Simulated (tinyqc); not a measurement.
Worked calculation: empirical pseudopotential in a few plane waves. One step of it, computed by the program tinyqc.

Task: Bloch Hamiltonian at k. Basis: the 15 shortest G (labels in 2 pi/a), the same at every k. H(G,G') = c |k + G|^2 delta + VS(|G-G'|^2) cos((G-G').tau) + i VA sin((G-G').tau), tau = a/8 (1,1,1); 1 Ry = 13.605693 eV.

Parameters chosen for this model: fcc lattice, atoms at +/- a/8 (1,1,1); form factors in rydberg at |G|^2 in units of (2 pi/a)^2:
```
parameter                 value      unit
a                      6.320000  angstrom
VS(3)                 -0.218000        Ry
VS(8)                  0.041000        Ry
VS(11)                 0.055000        Ry
VA(3)                  0.115000        Ry
VA(4)                  0.069000        Ry
VA(11)                 0.012000        Ry
hbar^2/2m (2 pi/a)^2   3.765724        eV
```

k point k (2 pi / a): [0.010000, 0.130000, 0.140000]

Give: H(k) at k.

Result:

H(k) at k (eV):
```
                 +0+0+0           -1-1-1           -1-1+1           -1+1-1
+0+0+0           0.1378   2.0973+1.1064i  -2.0973+1.1064i  -2.0973+1.1064i
-1-1-1   2.0973-1.1064i           9.3262   0.0000-0.9388i   0.0000-0.9388i
-1-1+1  -2.0973-1.1064i   0.0000+0.9388i          11.4350           0.5578
-1+1-1  -2.0973-1.1064i   0.0000+0.9388i           0.5578          11.2844
-1+1+1  -2.0973+1.1064i          -0.5578   0.0000+0.9388i   0.0000+0.9388i
+1-1-1  -2.0973-1.1064i   0.0000+0.9388i           0.5578           0.5578
+1-1+1  -2.0973+1.1064i          -0.5578   0.0000+0.9388i           0.0000
+1+1-1  -2.0973+1.1064i          -0.5578           0.0000   0.0000+0.9388i
+1+1+1   2.0973+1.1064i           0.0000          -0.5578          -0.5578
-2+0+0   0.0000-0.9388i  -2.0973+1.1064i  -2.0973-1.1064i  -2.0973-1.1064i
+0-2+0   0.0000-0.9388i  -2.0973+1.1064i  -2.0973-1.1064i   0.5291-0.1154i
+0+0-2   0.0000-0.9388i  -2.0973+1.1064i   0.5291-0.1154i  -2.0973-1.1064i
+0+0+2   0.0000+0.9388i  -0.5291-0.1154i   2.0973+1.1064i  -0.5291+0.1154i
+0+2+0   0.0000+0.9388i  -0.5291-0.1154i  -0.5291+0.1154i   2.0973+1.1064i
+2+0+0   0.0000+0.9388i  -0.5291-0.1154i  -0.5291+0.1154i  -0.5291+0.1154i

                 -1+1+1           +1-1-1           +1-1+1           +1+1-1
+0+0+0  -2.0973-1.1064i  -2.0973+1.1064i  -2.0973-1.1064i  -2.0973-1.1064i
-1-1-1          -0.5578   0.0000-0.9388i          -0.5578          -0.5578
-1-1+1   0.0000-0.9388i           0.5578   0.0000-0.9388i           0.0000
-1+1-1   0.0000-0.9388i           0.5578           0.0000   0.0000-0.9388i
-1+1+1          13.3932           0.0000           0.5578           0.5578
+1-1-1           0.0000           9.4768   0.0000-0.9388i   0.0000-0.9388i
+1-1+1           0.5578   0.0000+0.9388i          11.5856           0.5578
+1+1-1           0.5578   0.0000+0.9388i           0.5578          11.4350
+1+1+1   0.0000+0.9388i          -0.5578   0.0000+0.9388i   0.0000+0.9388i
-2+0+0   2.0973-1.1064i   0.5291-0.1154i  -0.5291-0.1154i  -0.5291-0.1154i
+0-2+0  -0.5291-0.1154i  -2.0973-1.1064i   2.0973-1.1064i  -0.5291-0.1154i
+0+0-2  -0.5291-0.1154i  -2.0973-1.1064i  -0.5291-0.1154i   2.0973-1.1064i
+0+0+2  -2.0973+1.1064i  -0.5291+0.1154i  -2.0973+1.1064i   0.5291+0.1154i
+0+2+0  -2.0973+1.1064i  -0.5291+0.1154i   0.5291+0.1154i  -2.0973+1.1064i
+2+0+0   0.5291+0.1154i   2.0973+1.1064i  -2.0973+1.1064i  -2.0973+1.1064i

                 +1+1+1           -2+0+0           +0-2+0           +0+0-2
+0+0+0   2.0973-1.1064i   0.0000+0.9388i   0.0000+0.9388i   0.0000+0.9388i
-1-1-1           0.0000  -2.0973-1.1064i  -2.0973-1.1064i  -2.0973-1.1064i
-1-1+1          -0.5578  -2.0973+1.1064i  -2.0973+1.1064i   0.5291+0.1154i
-1+1-1          -0.5578  -2.0973+1.1064i   0.5291+0.1154i  -2.0973+1.1064i
-1+1+1   0.0000-0.9388i   2.0973+1.1064i  -0.5291+0.1154i  -0.5291+0.1154i
+1-1-1          -0.5578   0.5291+0.1154i  -2.0973+1.1064i  -2.0973+1.1064i
+1-1+1   0.0000-0.9388i  -0.5291+0.1154i   2.0973+1.1064i  -0.5291+0.1154i
+1+1-1   0.0000-0.9388i  -0.5291+0.1154i  -0.5291+0.1154i   2.0973+1.1064i
+1+1+1          13.5438  -0.5291-0.1154i  -0.5291-0.1154i  -0.5291-0.1154i
-2+0+0  -0.5291+0.1154i          15.0501           0.5578           0.5578
+0-2+0  -0.5291+0.1154i           0.5578          13.2425           0.5578
+0+0-2  -0.5291+0.1154i           0.5578           0.5578          13.0919
+0+0+2  -2.0973-1.1064i          -0.5578          -0.5578           0.0000
+0+2+0  -2.0973-1.1064i          -0.5578           0.0000          -0.5578
+2+0+0  -2.0973-1.1064i           0.0000          -0.5578          -0.5578

                 +0+0+2           +0+2+0           +2+0+0
+0+0+0   0.0000-0.9388i   0.0000-0.9388i   0.0000-0.9388i
-1-1-1  -0.5291+0.1154i  -0.5291+0.1154i  -0.5291+0.1154i
-1-1+1   2.0973-1.1064i  -0.5291-0.1154i  -0.5291-0.1154i
-1+1-1  -0.5291-0.1154i   2.0973-1.1064i  -0.5291-0.1154i
-1+1+1  -2.0973-1.1064i  -2.0973-1.1064i   0.5291-0.1154i
+1-1-1  -0.5291-0.1154i  -0.5291-0.1154i   2.0973-1.1064i
+1-1+1  -2.0973-1.1064i   0.5291-0.1154i  -2.0973-1.1064i
+1+1-1   0.5291-0.1154i  -2.0973-1.1064i  -2.0973-1.1064i
+1+1+1  -2.0973+1.1064i  -2.0973+1.1064i  -2.0973+1.1064i
-2+0+0          -0.5578          -0.5578           0.0000
+0-2+0          -0.5578           0.0000          -0.5578
+0+0-2           0.0000          -0.5578          -0.5578
+0+0+2          17.3095           0.5578           0.5578
+0+2+0           0.5578          17.1589           0.5578
+2+0+0           0.5578           0.5578          15.3514
```
